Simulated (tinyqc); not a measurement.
Single-oscillator infrared dielectric function of a polar cubic crystal: one step, computed by the program tinyqc.

One ion pair, charges +Z* and -Z*, in a cell of volume Omega = a^3/4. Frequencies omega are given as wavenumbers (1/cm); eps_s is the static dielectric constant.

Question. LO frequency and static constant from the Born charge. mu = M_A M_B/(M_A + M_B); ionic plasma term W^2 = 4 pi Z*^2 (e^2/(4 pi eps_0))/(Omega mu) in eV/(angstrom^2 u), turned into 1/cm by W = 15.6333042 x 33.35640952 x sqrt(W^2); omega_LO^2 = omega_TO^2 + W^2/eps_inf; eps_s = eps_inf + W^2/omega_TO^2; Szigeti charge 3 Z*/(eps_inf + 2); longitudinal (Callen) charge Z*/eps_inf.

Inputs (values chosen for the exercise, modelled on indium phosphide):
```
quantity             value      unit
lattice constant a   5.869  angstrom
mass M_A            114.82         u
mass M_B             30.97         u
omega_TO               302      1/cm
Born charge Z*        2.59         e
eps_inf               9.54         -
```

Structure: zinc blende. Free carriers: absent.

Constants: nu for 1 eV/(angstrom^2 u) = 15.6333042 THz; 1 THz = 33.35640952 1/cm; e^2/(4 pi eps_0) = 14.39964548 eV angstrom.

Give: reduced mass mu; W; omega_LO; eps_s; Szigeti charge; Callen charge.

Answer.

reduced mass mu = 24.39 u

W = 517.5 1/cm

omega_LO = 345.4 1/cm

eps_s = 12.48

Szigeti charge = 0.6733 e

Callen charge = 0.2715 e

omega_LO/omega_TO = 1.144; the ions supply 24 % of eps_s.
